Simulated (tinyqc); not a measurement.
Worked calculation: oxidation of curved silicon (wires and holes): cylindrical Deal-Grove kinetics with stress-retarded reaction. Computed by tinyqc, a small Python program that keeps every step. Command: `OMP_NUM_THREADS=1 python tinyqc.py 3027739 3027740 out.jsonl wireox walk`. One thread of a shared host (Intel(R) Xeon(R) Processor @ 2.30GHz), about 0.01 s of CPU time with the checks. Intermediate numbers are printed to about 5 digits and carried at full precision; extremes and crossings named in words are read from the listed rows.

Silicon fills r < a and oxide a < r < b. One volume of silicon gives 2.25 volumes of oxide, and the length is fixed.

Inputs (values chosen for the exercise, close to those used for silicon in steam):
```
quantity                       value        unit
prefactor B0                     369      um^2/h
activation energy E_B          0.786          eV
prefactor (B/A)0            1.31e+08        um/h
activation energy E_A           2.04          eV
starting silicon radius a0        31          nm
starting oxide x_i                 1          nm
viscosity prefactor eta0     8.6e-09        Pa s
viscosity energy E_eta          5.62          eV
critical shear stress s_c         61         MPa
activation volume V_k            9.1  angstrom^3
temperature T                    825           C
time t                           0.1           h
```

Shape: wire (convex).

Constants: k_B = 8.617333262e-05 eV/K.

## Planar constants and viscosity

B = B0 exp(-E_B/(k_B T)), B/A = (B/A)0 exp(-E_A/(k_B T)), eta = eta0 exp(E_eta/(k_B T)); 1 um = 1000 nm. Temperatures in kelvin are T(C) + 273.15.

B = 91161 nm^2/h

B/A = 56.889 nm/h

low-stress viscosity eta = 5.3280e+17 Pa s

k_B T = 0.094631 eV

## Rate at the start

Geometry: b^2 = b0^2 + 1.25 (a0^2 - a^2), b0 = a0 + x_i. Rate of oxide made per interface area: q = 1/[1/k + 2 a |ln(b/a)|/B], and |da/dt| = q/2.25. Reaction k = (B/A) exp(-sigma V_k/(k_B T)). New oxide pushes the old with radial speed u = 1.25 |da/dt| at r = a; the shear stress at radius r is s_c asinh(z a^2/r^2), z = 2 eta u/(a s_c) (Eyring flow), and the compressive normal stress at the interface is sigma = |int_a^b 2 s/r dr| = s_c |F(z) - F(z a^2/b^2)|, F(y) = int_0^y asinh(w)/w dw. q and sigma are solved together. 1 MPa angstrom^3 = 6.241509e-6 eV.

oxide radius b0 = 32 nm

rate q without stress = 56.819 nm/h

normal stress sigma = 62.118 MPa

factor on the reaction = 0.96340

rate q with stress = 54.742 nm/h

## State after time t

Integrate da/dt adaptively (tolerance 1e-8); a wire counts as consumed at a = 0.5 nm and a hole as closed at b = 0.5 nm. Planar reference: x^2 + A x = B t + x_i^2 + A x_i, A = B/(B/A).

silicon radius a = 28.779 nm

oxide thickness = 5.7168 nm

normal stress at time t = 348.96 MPa

planar thickness = 6.6618 nm

ratio to the planar thickness = 0.85815

Stress now cuts the reaction constant to 81 % of its planar value. Caution: the oxide is taken as a purely viscous fluid in steady flow; elasticity, stress-dependent diffusion and thin-oxide enhancement are left out.

## Geometry alone against geometry with stress

A dash marks a stress-free run that has consumed the wire or closed the hole.

Oxide thickness (nm):
```
t (h)  planar  curved, no stress  curved, with stress  a (nm)  sigma (MPa)
0.003   1.170              1.167               1.1607  30.927        72.04
0.010   1.568              1.555               1.5301  30.759        94.81
0.020   2.136              2.105               2.0450  30.523       126.43
0.040   3.270              3.189               3.0334  30.064       186.78
0.070   4.967              4.776               4.4232  29.406       271.02
0.100   6.662              6.320               5.7168  28.779       348.96
0.150   9.478              8.806               7.6937  27.796       467.59
0.200  12.284             11.193               9.4848  26.878       575.06
```

At 0.2 h the thickness is 0.911 of the planar value from geometry alone and 0.772 with stress. On a wire the new oxide spreads over a larger circumference, which thins it, while the oxidant converges on a smaller interface. Stress takes 15 % off the stress-free value. Caution: elasticity of the oxide, stress-dependent diffusion and thin-oxide enhancement are left out.

Checks made by the program: large-radius limit against the planar law (relative difference 1e-09).
